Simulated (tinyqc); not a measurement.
Grain growth, pinning, strength and diffusional creep of a polycrystal or thin film: one step, computed by the program tinyqc.

One mean grain size d describes the structure.

Question. Yield stress. Hall-Petch term k_y/sqrt(d). Orowan term 3.06 x 0.4 G b ln(2 rbar/b)/(pi lambda sqrt(1 - nu)) with nu = 1/3, rbar = sqrt(2/3) r, lambda = rbar (sqrt(pi/f) - 2). The terms are added to sigma_0.

Inputs (values chosen for the exercise, modelled on polycrystalline silicon):

| quantity | value | unit |
|---|---|---|
| shear modulus G | 70 | GPa |
| Burgers vector b | 3.84 | angstrom |
| anneal temperature T | 1209 | K |
| particle volume fraction f | 0.0012 | - |
| particle radius r | 24 | nm |
| friction stress sigma_0 | 250 | MPa |
| Hall-Petch slope k_y | 0.27 | MPa m^0.5 |

Sample: bulk.

grain size d = 102.3975 nm

Give: Hall-Petch term; Orowan term; yield stress.

Answer.

Hall-Petch term = 843.8 MPa

Orowan term = 61.58 MPa

yield stress = 1155 MPa

Caution: silicon is brittle except at high temperature, so these strengthening laws for metals do not give its real strength.
